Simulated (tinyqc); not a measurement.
From results back to parameters: Bethe-Salpeter matrix of a two-band chain (Tamm-Dancoff form). Five cases, with inputs chosen for the exercise.

Problem. Free pairs form the band Eg + 2t (1 - cos k). An infinite chain with attraction U in the same cell only has a bound pair with binding Eb = S - 2t and weight f = U/S at R = 0, where S = sqrt(4 t^2 + U^2). Both were computed from hidden U and t.

Find: S; U; t.

Method. 2t = S sqrt(1 - f^2), so S = Eb/(1 - sqrt(1 - f^2)) and U = f S.

Case 1.

Eb = 0.036889 eV
f = 0.178502

Solution.

S = 2.297 eV
U = 0.41 eV
t = 1.13 eV

Case 2.

Eb = 0.447693 eV
f = 0.508103

Solution.

S = 3.228 eV
U = 1.64 eV
t = 1.39 eV

Case 3.

Eb = 0.599288 eV
f = 0.624250

Solution.

S = 2.739 eV
U = 1.71 eV
t = 1.07 eV

Case 4.

Eb = 0.305415 eV
f = 0.424752

Solution.

S = 3.225 eV
U = 1.37 eV
t = 1.46 eV

Case 5.

Eb = 0.171627 eV
f = 0.360554

Solution.

S = 2.552 eV
U = 0.92 eV
t = 1.19 eV

Computed by tinyqc, one run a case: `OMP_NUM_THREADS=1 python tinyqc.py N N+1 out.jsonl` with N = 1282053, 1282095, 1282098, 1282192, 1282320; one thread of a shared Intel(R) Xeon(R) Processor @ 2.30GHz, about 0.3 s a run at most.
